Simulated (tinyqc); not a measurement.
# One-sided p+-n junction, ionisation integral and breakdown: what changes with what

A p+ layer at x < 0 and an n drift layer from x = 0. Depletion approximation, built-in voltage neglected. Local ionisation coefficients alpha_n = an exp(-(bn/E)^mx), alpha_p = ap exp(-(bp/E)^mx). Electrons move towards +x, holes towards x = 0.

Inputs (values chosen for the exercise); material values close to those of gallium nitride: relative permittivity eps_r = 9.64; prefactor of the electron ionisation coefficient an = 2.78e8 1/cm; field constant for electrons bn = 3.38e7 V/cm; prefactor of the hole ionisation coefficient ap = 1.27e8 1/cm; field constant for holes bp = 2.04e7 V/cm; exponent mx = 1; electron mobility of the drift layer mu = 1030 cm^2/(V s); donor density of the drift layer N = 1.1e17 cm^-3.

Constants: q = 1.602176634e-19 C, eps0 = 8.8541878128e-14 F/cm where lengths are in cm. Results are converted to the units shown.

Each table varies one quantity; the others keep the values above.

## Multiplication against voltage

W = sqrt(2 eps0 eps_r V/(q N)), peak field E0 = q N W/(eps0 eps_r), falling linearly to 0 at W. G(x) = integral from 0 to x of (alpha_n - alpha_p); I_n = integral of alpha_n exp(-G) (electrons injected at x = 0), I_p = integral of alpha_p exp(G(end) - G) (holes injected at the far edge); M = 1/(1 - I). Integrals on a fine grid; BV is where I_n = 1. Here BV = 251.916 V; the Miller exponent is n = ln(1 - 1/M)/ln(V/BV).

Result of one run:

| V (V) | E0 (kV/cm) | I_n | I_p | M_n | M_p | Miller n, electrons | Miller n, holes |
|---|---|---|---|---|---|---|---|
| 202 | 2.89e3 | 0.0509 | 0.825 | 1.05 | 5.71 | 13.5 | 0.872 |

What becomes of these results when the reverse voltage V is changed from 202 to 232 V, all else the same?

Result of the changed run:

| V (V) | E0 (kV/cm) | I_n | I_p | M_n | M_p | Miller n, electrons | Miller n, holes |
|---|---|---|---|---|---|---|---|
| 232 | 3.10e3 | 0.272 | 0.966 | 1.37 | 29.2 | 15.8 | 0.423 |

The whole series:

| V (V) | E0 (kV/cm) | I_n | I_p | M_n | M_p | Miller n, electrons | Miller n, holes |
|---|---|---|---|---|---|---|---|
| 101 | 2.04e3 | 9.86e-5 | 0.0475 | 1.00 | 1.05 | 10.1 | 3.33 |
| 126 | 2.28e3 | 7.22e-4 | 0.156 | 1.00 | 1.19 | 10.4 | 2.68 |
| 151 | 2.50e3 | 0.00344 | 0.353 | 1.00 | 1.55 | 11.1 | 2.03 |
| 176 | 2.70e3 | 0.0133 | 0.601 | 1.01 | 2.50 | 12.1 | 1.42 |
| 202 | 2.89e3 | 0.0509 | 0.825 | 1.05 | 5.71 | 13.5 | 0.872 |
| 217 | 2.99e3 | 0.114 | 0.912 | 1.13 | 11.3 | 14.5 | 0.620 |
| 232 | 3.10e3 | 0.272 | 0.966 | 1.37 | 29.2 | 15.8 | 0.423 |
| 242 | 3.16e3 | 0.510 | 0.987 | 2.04 | 77.5 | 16.7 | 0.324 |
| 248 | 3.20e3 | 0.762 | 0.996 | 4.20 | 233 | 17.4 | 0.275 |

M_n rises from 1.000 to 4.20 and M_p from 1.050 to 233; both diverge at BV. The Miller exponent for electrons rises from 10.1 to 17.4 and that for holes falls from 3.33 to 0.275, so one exponent describes neither over the whole range. The larger multiplication belongs to holes, whose coefficient at the peak field of the last row is 30.1 times the other.

## Effect of the drift doping

Same model as above.

Specific on-resistance Ron = W/(q mu N) with constant mobility and full ionisation.

Effect of the drift doping:

| N (cm^-3) | BV (V) | E0 at BV (kV/cm) | W at BV (um) | Ron (mohm cm^2) | BV^2/Ron (MW/cm^2) | eps0 eps_r mu E0^3/4 (MW/cm^2) |
|---|---|---|---|---|---|---|
| 9.2e15 | 1.84e3 | 2.52e3 | 14.6 | 0.960 | 3.51e3 | 3.51e3 |
| 1.8e16 | 1.06e3 | 2.68e3 | 7.93 | 0.267 | 4.23e3 | 4.23e3 |
| 3.4e16 | 637 | 2.85e3 | 4.47 | 0.0797 | 5.10e3 | 5.10e3 |
| 6.5e16 | 381 | 3.05e3 | 2.50 | 0.0233 | 6.23e3 | 6.23e3 |
| 1.2e17 | 235 | 3.26e3 | 1.45 | 0.00730 | 7.59e3 | 7.59e3 |
| 2.4e17 | 138 | 3.52e3 | 0.782 | 0.00197 | 9.61e3 | 9.61e3 |
| 4.6e17 | 84.0 | 3.81e3 | 0.441 | 5.81e-4 | 1.21e4 | 1.21e4 |
| 8.8e17 | 51.7 | 4.13e3 | 0.250 | 1.72e-4 | 1.55e4 | 1.55e4 |

BV falls from 1840 to 51.7 V while the critical field rises from 2520 to 4130 kV/cm. BV goes as N^(-0.81) between the first two rows and N^(-0.75) between the last two (a coefficient proportional to E^7 gives -0.75 without punch-through). Ron goes as BV^(2.42) over the table; the last two columns agree since BV = E0 W/2 and N = eps0 eps_r E0/(q W). For N = 4.6e17, 8.8e17 the layer is under 0.5 um wide or BV under 85 V, so dead space, tunnelling and the built-in voltage, all left out, matter.

Program tinyqc, `OMP_NUM_THREADS=1 python tinyqc.py 2120108 2120109 out.jsonl`; Intel Xeon 2.30GHz, shared host, one thread, about 0.07 s.
